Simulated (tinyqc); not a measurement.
Graded p-n junction, non-linear Poisson equation by Newton steps: one step of the calculation.

One dimension, p side on the left, n side on the right; net doping C = (Nd - Na)/2 + ((Nd + Na)/2) tanh(x/Lg). The potential psi is counted from the intrinsic level, and the quasi-Fermi potentials are flat: 0 for holes and -V for electrons, so n = ni exp((psi + V)/Vt) and p = ni exp(-psi/Vt) (Boltzmann statistics, full ionisation, no current).

Task. Densities, residual and Jacobian diagonal. n_i = ni exp((psi_i + V)/Vt), p_i = ni exp(-psi_i/Vt), rho_i = p_i - n_i + C_i, g_i = (n_i + p_i)/Vt. Box widths w_i = (h_(i-1) + h_i)/2 in cm. Residual F_i = a_i (psi_(i+1) - psi_i) - a_(i-1) (psi_i - psi_(i-1)) + q rho_i w_i; Jacobian: a_(i-1) and a_i beside the diagonal, b_i = -a_(i-1) - a_i - q g_i w_i on it. The two end nodes are fixed.

Values chosen for this exercise:
```
symbol  value  unit                                meaning
T         293     K                            temperature
V           0     V  bias of the p side against the n side
```

Constants: q = 1.602176634e-19 C, kB = 1.380649e-23 J/K, Vt = kB T/q. Results are converted to the units shown.

```
node	x (nm)	psi at the start (V)	net doping C (cm^-3)
0	-4270	-0.30273910	-1.2000000e15
1	-2670	-0.15375245	-1.1999986e15
2	-1600	-0.05411764	-1.1992152e15
3	-894	0.01162272	-1.1503247e15
4	-420	0.05576001	-4.5171890e14
5	-105	0.08509176	2.1630411e15
6	105	0.10464626	5.0369589e15
7	336	0.12615620	7.2317224e15
8	591	0.14990095	8.1121039e15
9	872	0.17606673	8.3435021e15
10	1180	0.20474666	8.3907245e15
11	1520	0.23640632	8.3987436e15
12	1900	0.27179065	8.3998656e15
13	2310	0.30996847	8.3999880e15
14	2760	0.35187097	8.3999991e15
```

coupling a_i, interval 0 to 13 (F/cm^2): 6.4192862e-9  9.5989326e-9  1.4547957e-8  2.1668477e-8  3.2605898e-8  4.8908847e-8  4.4462588e-8  4.0277874e-8  3.6551096e-8  3.3346941e-8  3.0208405e-8  2.7028573e-8  2.5050873e-8  2.2824129e-8
ni = 7.4453424e9 cm^-3

Give: n; p; residual F; diagonal b.

Result.

```
node	n (cm^-3)	p (cm^-3)
0	4.619e4	1.200e15
1	1.688e7	3.285e12
2	8.730e8	6.350e10
3	1.180e10	4.699e9
4	6.776e10	8.180e8
5	2.165e11	2.560e8
6	4.697e11	1.180e8
7	1.101e12	5.034e7
8	2.820e12	1.966e7
9	7.949e12	6.973e6
10	2.475e13	2.239e6
11	8.674e13	6.391e5
12	3.522e14	1.574e5
13	1.598e15	3.469e4
14	8.400e15	6599
```

```
node	residual F (1e-8 C/cm^2)	diagonal b (F/cm^2)
1	-2.560	-1.880e-8
2	-1.706	-2.418e-8
3	-1.087	-3.622e-8
4	-0.286	-5.429e-8
5	0.910	-8.155e-8
6	1.779	-9.344e-8
7	2.815	-8.491e-8
8	3.482	-7.731e-8
9	3.933	-7.138e-8
10	4.343	-6.864e-8
11	4.794	-7.705e-8
12	5.093	-1.404e-7
13	4.686	-4.839e-7
```

Numbers from tinyqc (`OMP_NUM_THREADS=1 python tinyqc.py 2000154 2000155 out.jsonl`; about 0.03 s on one thread of a shared Intel Xeon 2.30GHz).
